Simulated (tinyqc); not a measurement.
# Dead time against afterpulsing

Afterpulse probability pap = pa (Cd Vx/q) exp(-td/tt) Pm, with Pm the trigger probability of a released carrier; largest rate 1/td; each true event gives 1/(1 - pap) counts.

Parameters, values chosen for the exercise:

| symbol | value | unit | meaning |
|---|---|---|---|
| Vx | 3.4 | V | excess bias |
| Cd | 130 | fF | diode capacitance |
| pa | 1.1e-8 |  | trapping probability per avalanche carrier |
| tt | 7.3 | ns | trap release time |

Constants: q = 1.602176634e-19 C. Results are converted to the units shown.

Pm = 0.774

Results:

| td (ns) | pap (%) | largest rate (1e6/s) | counts per event |
|---|---|---|---|
| 1.5 | 1.913 | 666.7 | 1.019 |
| 2.4 | 1.691 | 416.7 | 1.017 |
| 6.3 | 0.9909 | 158.7 | 1.010 |
| 10 | 0.5969 | 100.0 | 1.006 |
| 17 | 0.2288 | 58.82 | 1.002 |
| 27 | 0.05815 | 37.04 | 1.001 |
| 44 | 0.005665 | 22.73 | 1.000 |

Estimate the missing row, td = 3.9 ns.

Computed row:

| td (ns) | pap (%) | largest rate (1e6/s) | counts per event |
|---|---|---|---|
| 3.9 | 1.377 | 256.4 | 1.014 |

With this row back in the table: The afterpulse probability falls from 1.91 to 0.00566 %, a factor of ten for every 16.8 ns, while the largest rate falls from 667 to 22.7 million a second.

Computed by the program tinyqc: `OMP_NUM_THREADS=1 python tinyqc.py 2630056 2630057 out.jsonl`, one thread of a shared Intel Xeon 2.30GHz, about 0.01 s for the whole run.
